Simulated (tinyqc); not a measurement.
Hueckel theory of the pi electrons, for the molecule c1ccc2cc3ccccc3cc2c1 (SMILES; centres numbered as the heavy atoms are written), step by step. One step of it, computed by the program tinyqc.

Problem. Energy, charges, bond orders. E = sum n x; q_r = z_r - P_rr; bond order p = P_rs; free valence = sqrt(3) - sum of p over the bonds of the atom.

x values: [2.414214, 2.000000, 1.414214, 1.414214, 1.000000, 1.000000, 0.414214, -0.414214, -1.000000, -1.000000, -1.414214, -1.414214, -2.000000, -2.414214]

occupations: [2.000000, 2.000000, 2.000000, 2.000000, 2.000000, 2.000000, 2.000000, 0.000000, 0.000000, 0.000000, 0.000000, 0.000000, 0.000000, 0.000000]

charge and bond-order matrix P, order 1C, 2C, 3C, 4C, 5C, 6C, 7C, 8C, 9C, 10C, 11C, 12C, 13C, 14C:
```
[[1.000000, 0.585871, 0.000000, -0.217174, 0.000000, 0.116159, 0.000000, -0.080795, 0.000000, 0.070728, 0.000000, -0.202031, 0.000000, 0.737394],
 [0.585871, 1.000000, 0.737394, 0.000000, -0.202031, 0.000000, 0.070728, 0.000000, -0.080795, 0.000000, 0.116159, 0.000000, -0.217174, 0.000000],
 [0.000000, 0.737394, 1.000000, 0.535364, 0.000000, -0.131303, 0.000000, 0.070728, 0.000000, -0.035364, 0.000000, 0.101015, 0.000000, -0.368697],
 [-0.217174, 0.000000, 0.535364, 1.000000, 0.606092, 0.000000, -0.131303, 0.000000, 0.116159, 0.000000, -0.181810, 0.000000, 0.484856, 0.000000],
 [0.000000, -0.202031, 0.000000, 0.606092, 1.000000, 0.606092, 0.000000, -0.202031, 0.000000, 0.101015, 0.000000, -0.404061, 0.000000, 0.101015],
 [0.116159, 0.000000, -0.131303, 0.000000, 0.606092, 1.000000, 0.535364, 0.000000, -0.217174, 0.000000, 0.484856, 0.000000, -0.181810, 0.000000],
 [0.000000, 0.070728, 0.000000, -0.131303, 0.000000, 0.535364, 1.000000, 0.737394, 0.000000, -0.368697, 0.000000, 0.101015, 0.000000, -0.035364],
 [-0.080795, 0.000000, 0.070728, 0.000000, -0.202031, 0.000000, 0.737394, 1.000000, 0.585871, 0.000000, -0.217174, 0.000000, 0.116159, 0.000000],
 [0.000000, -0.080795, 0.000000, 0.116159, 0.000000, -0.217174, 0.000000, 0.585871, 1.000000, 0.737394, 0.000000, -0.202031, 0.000000, 0.070728],
 [0.070728, 0.000000, -0.035364, 0.000000, 0.101015, 0.000000, -0.368697, 0.000000, 0.737394, 1.000000, 0.535364, 0.000000, -0.131303, 0.000000],
 [0.000000, 0.116159, 0.000000, -0.181810, 0.000000, 0.484856, 0.000000, -0.217174, 0.000000, 0.535364, 1.000000, 0.606092, 0.000000, -0.131303],
 [-0.202031, 0.000000, 0.101015, 0.000000, -0.404061, 0.000000, 0.101015, 0.000000, -0.202031, 0.000000, 0.606092, 1.000000, 0.606092, 0.000000],
 [0.000000, -0.217174, 0.000000, 0.484856, 0.000000, -0.181810, 0.000000, 0.116159, 0.000000, -0.131303, 0.000000, 0.606092, 1.000000, 0.535364],
 [0.737394, 0.000000, -0.368697, 0.000000, 0.101015, 0.000000, -0.035364, 0.000000, 0.070728, 0.000000, -0.131303, 0.000000, 0.535364, 1.000000]]
```

Centres:
```
centre  z_r, pi electrons of the neutral centre         h
1C                                            1  0.000000
2C                                            1  0.000000
3C                                            1  0.000000
4C                                            1  0.000000
5C                                            1  0.000000
6C                                            1  0.000000
7C                                            1  0.000000
8C                                            1  0.000000
9C                                            1  0.000000
10C                                           1  0.000000
11C                                           1  0.000000
12C                                           1  0.000000
13C                                           1  0.000000
14C                                           1  0.000000
```

Bonds:
```
i    j  k
1    2  1
2    3  1
3    4  1
4    5  1
5    6  1
6    7  1
7    8  1
8    9  1
9   10  1
10  11  1
11  12  1
12  13  1
13  14  1
14   1  1
13   4  1
11   6  1
```

Give: pi energy = 14 alpha + this times beta; pi charges; Bond orders and lengths from R = 1.517 - 0.180 p; free valence of the carbons; gap between the highest filled and the next level.

Solution.

pi energy = 14 alpha + this times beta = 19.3137

pi charges: [0.0000, 0.0000, 0.0000, 0.0000, 0.0000, 0.0000, 0.0000, 0.0000, 0.0000, 0.0000, 0.0000, 0.0000, 0.0000, 0.0000]

Bond orders and lengths from R = 1.517 - 0.180 p (angstrom, C-C alone):
```
bond        p       R
1-2    0.5859  1.4115
2-3    0.7374  1.3843
3-4    0.5354  1.4206
4-5    0.6061  1.4079
5-6    0.6061  1.4079
6-7    0.5354  1.4206
7-8    0.7374  1.3843
8-9    0.5859  1.4115
9-10   0.7374  1.3843
10-11  0.5354  1.4206
11-12  0.6061  1.4079
12-13  0.6061  1.4079
13-14  0.5354  1.4206
14-1   0.7374  1.3843
13-4   0.4849  1.4297
11-6   0.4849  1.4297
```

free valence of the carbons: [0.4088, 0.4088, 0.4593, 0.1057, 0.5199, 0.1057, 0.4593, 0.4088, 0.4088, 0.4593, 0.1057, 0.5199, 0.1057, 0.4593]

gap between the highest filled and the next level = 0.8284 |beta|
